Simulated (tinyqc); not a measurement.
Inside a calculation. Model: two-diode model of a solar cell.

Numbers from tinyqc (`OMP_NUM_THREADS=1 python tinyqc.py 2280019 2280020 out.jsonl`; about 0.01 s on one thread of a shared Intel Xeon 2.30GHz). Printed values are rounded.

J is the current delivered and Vj = V + J Rs the junction voltage. J = X JL - J01 (exp(Vj/(n1 Vt)) - 1) - J02 (exp(Vj/(2 Vt)) - 1) - Vj/Rp. The photocurrent does not depend on voltage.

Parameters, values chosen for the exercise; values of the order met in cells of gallium arsenide:

| symbol | value | unit | meaning |
|---|---|---|---|
| T | 298.15 | K | temperature |
| JL | 28.3 | mA/cm^2 | photocurrent at one sun |
| X | 0.3 | suns | concentration |
| J01 | 5.4e-21 | A/cm^2 | saturation current of the first diode |
| n1 | 1 |  | ideality factor of the first diode |
| Rs | 0 | ohm cm^2 | series resistance |
| Rp | 400 | ohm cm^2 | shunt resistance |
| Pin | 100 | mW/cm^2 | incident power at one sun |
| J02 | 2.2e-12 | A/cm^2 | saturation current of the second diode (ideality 2) |

Constants: q = 1.602176634e-19 C, kB = 1.380649e-23 J/K, Vt = kB T/q. Results are converted to the units shown.

## Starting value

Vj = 0.95 V.

Vj at the start = 0.95 V

## Iteration 1: new Vj

Maximum power: dP/dVj = f = J (1 + 2 Rs G) - G Vj = 0. G = -dJ/dVj = J01 exp(Vj/(n1 Vt))/(n1 Vt) + J02 exp(Vj/(2 Vt))/(2 Vt) + 1/Rp. H = dG/dVj; f' = -2 G - 2 Rs G^2 + (2 Rs J - Vj) H; Vj(new) = Vj - f/f'.

J = 5.81796 mA/cm^2
G = 0.00948261 S/cm^2
H = 0.182669 S/(cm^2 V)
f = -3.19053 mA/cm^2
f' = -0.192501 S/cm^2
Vj after iteration 1 = 0.933426 V

## Iteration 2: new Vj

As before.

J = 5.95362 mA/cm^2
G = 0.00707750 S/cm^2
H = 0.113624 S/(cm^2 V)
f = -0.652703 mA/cm^2
f' = -0.120215 S/cm^2
Vj after iteration 2 = 0.927996 V

## Course of the iteration

Stop when the step is below 1e-10 V, or after 60 iterations.

Course of the iteration:
```
iteration	Vj before the step (V)	step (V)
1	0.95	-0.0166
2	0.933426	-5.43e-3
3	0.927996	-4.42e-4
4	0.927554	-2.64e-6
5	0.927551	-9.30e-11
```

Converged in 5 iterations.

## Figures of merit

Jsc at V = 0, Voc at J = 0, the maximum power point where J (1 + 2 Rs G) = G Vj with G = -dJ/dVj; FF = Vmp Jmp/(Voc Jsc); efficiency Vmp Jmp/(X Pin). Empirical fill factor without parasitics FF0 = (v - ln(v + 0.72))/(v + 1), v = Voc/(n1 Vt).

Jsc = 8.49 mA/cm^2
Voc = 1.05692 V
Vmp = 0.927551 V
Jmp = 5.99334 mA/cm^2
FF = 0.619523
efficiency = 18.5304 %
FF0 = 0.887646

FF is 30 % below FF0. Removing one loss at a time changes the efficiency by: shunt +7.43, second diode +0.67 points.
